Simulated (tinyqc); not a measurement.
Inside a calculation. Model: low-temperature mobility of a two-dimensional electron gas with static screening. Computed by tinyqc, a small Python program that keeps every step. Command: `OMP_NUM_THREADS=1 python tinyqc.py 3004059 3004060 out.jsonl twodeg walk`. One thread of a shared host (Intel(R) Xeon(R) Processor @ 2.30GHz), about 0.02 s of CPU time with the checks. Intermediate numbers are printed to about 6 digits and carried at full precision; extremes and crossings named in words are read from the listed rows.

One subband is filled, the gas is degenerate and scatters at the Fermi circle; one permittivity serves on both sides of the interface. All formulas are in SI units, masses times m_0. Piezoelectric and polar phonons are left out, and n_s is taken as set by a gate, independent of N_i.

Inputs (values chosen for the exercise, modelled on an InAs channel):
```
quantity,value,unit
in-plane mass m,0.0292,m_0
mass across the layer m_z,0.0291,m_0
permittivity eps,15,-
valley degeneracy g_v,1,-
sheet density n_s,1.2e+13,1/cm^2
depletion charge N_d,3.9e+10,1/cm^2
roughness height Delta,0.43,nm
correlation length Lambda,2.1,nm
remote charge density N_i,1.4e+12,1/cm^2
distance d of the charges from the interface,19,nm
density rho,5680,kg/m^3
sound velocity v_l,4180,m/s
deformation potential D_A,6.8,eV
temperature T,10,K
```

Wave function: ideal sheet. Roughness spectrum: Gaussian.

Constants: m_0 = 9.1093837015e-31 kg; e = 1.602176634e-19 C; eps_0 = 8.8541878128e-12 F/m; hbar = 1.054571817e-34 J s; k_B = 1.380649e-23 J/K.

## Fermi circle, screening and layer thickness

k_F = sqrt(2 pi n_s/g_v); E_F = hbar^2 k_F^2/(2 m); q_TF = g_v m e^2/(2 pi eps eps_0 hbar^2); Fang-Howard parameter b = [12 m_z e^2 (N_d + 11 n_s/32)/(eps eps_0 hbar^2)]^(1/3), mean depth 3/b; effective field F = e (N_d + n_s/2)/(eps eps_0).

k_F = 0.868322 1/nm

E_F = 983.787 meV

q_TF = 0.0735733 1/nm

b = 0.612869 1/nm

mean depth = 4.89501 nm

effective field F = 0.728510 MV/cm

q_TF/(2 k_F) = 0.04: screening is weak for back-scattering. Caution: E_F exceeds 100 meV in a band of small mass, where non-parabolicity and upper valleys, left out here, matter. Caution: E_F exceeds 1.1 (hbar^2 e^2 F^2/2 m_z)^(1/3), of the order of the first subband spacing (1.75 times that in a triangular well, less with self-consistent band bending), so a second subband may fill.

## The integrands at a few angles

Form factors of a sheet of zero thickness: G(q) = 1, P(q) = exp(-q d). Dielectric function eps(q) = 1 + q_TF G(q)/q, with q = 2 k_F sin(theta/2). Roughness: <|U|^2> = (e F)^2 S(q), S = pi Delta^2 Lambda^2 exp(-q^2 Lambda^2/4). Remote charges: <|U|^2> = N_i [e^2 P(q)/(2 eps eps_0 q)]^2. The last two columns are (m/(pi hbar^3)) <|U|^2>/eps(q)^2.

Integrands (1e9/(s rad)):
```
theta (degrees),q (1/nm),G,eps(q),roughness,remote charges
5,0.07575,1,1.97125,644.29,2.37970e+03
15,0.22668,1,1.32457,1356.93,1.90132e+00
30,0.44948,1,1.16369,1489.03,1.31839e-04
60,0.86832,1,1.08473,932.51,4.97557e-12
90,1.22799,1,1.05991,425.35,3.02138e-18
135,1.60445,1,1.04586,134.83,1.11379e-24
180,1.73664,1,1.04237,83.41,6.29959e-27
```

## Interface roughness

1/tau_t = (m/(pi hbar^3)) int_0^pi (1 - cos theta) <|U|^2>/eps(q)^2 dtheta; the quantum rate 1/tau_q drops the factor (1 - cos theta); 200 Gauss-Legendre points in s with theta = pi s^2, s from 0 to 1; mu = e tau_t/m.

tau_t, roughness = 1.15843 ps

tau_q, roughness = 0.536757 ps

roughness mobility = 69776.4 cm^2/(V s)

tau_t/tau_q, roughness = 2.15820

k_F Lambda = 1.82.

## Remote charges

The formulas are those given above.

tau_t, charges = 703.788 ps

tau_q, charges = 0.301957 ps

remote-charge mobility = 4.23917e+07 cm^2/(V s)

tau_t/tau_q, charges = 2330.75

With D = d = 19.0 nm, k_F D = 16.50 and q_TF D = 1.40. When both are large, only small angles survive the factor exp(-2 q D) and tau_t/tau_q tends to (2 k_F D)^2, here 1090; weak screening sharpens the forward peak, so the ratio is larger.

## Acoustic phonons

Unscreened deformation potential in equipartition: 1/tau = m D_A^2 k_B T I/(rho v_l^2 hbar^3), I = int |psi|^4 dz = 3 b/16 for the Fang-Howard function (used for both wave-function options); mu = e tau/m. Bloch-Grueneisen temperature T_BG = 2 hbar v_l k_F/k_B.

acoustic mobility = 1.39960e+07 cm^2/(V s)

T_BG = 55.4472 K

Caution: T is below the Bloch-Grueneisen temperature T_BG, so equipartition fails: the acoustic mobility is only a lower bound and the acoustic share of 1/mu is overstated.

## All together

At the Fermi circle the rates add, so 1/mu is the sum; sheet resistance 1/(n_s e mu); mean free path hbar k_F mu/e; the quantum time adds the rates 1/tau_q, with the isotropic acoustic rate e/(m mu).

Mobilities:
```
process,mu (cm^2/(V s)),share of 1/mu (%)
roughness,69776.4,99.3412
remote charges,4.23917e+07,0.163515
acoustic phonons,1.39960e+07,0.495259
```

mobility mu = 69316.8 cm^2/(V s)

sheet resistance = 7.50361 ohm

mean free path = 3961.73 nm

Dingle ratio tau_t/tau_q = 5.96007

The largest single share of 1/mu (99 %) belongs to roughness: the field presses the gas against the interface, and the rate goes as F^2. The Dingle ratio of 5.96 marks small-angle scattering by a smooth potential.

Checks made by the program: angular integral against adaptive quadrature (relative difference below 1e-10).
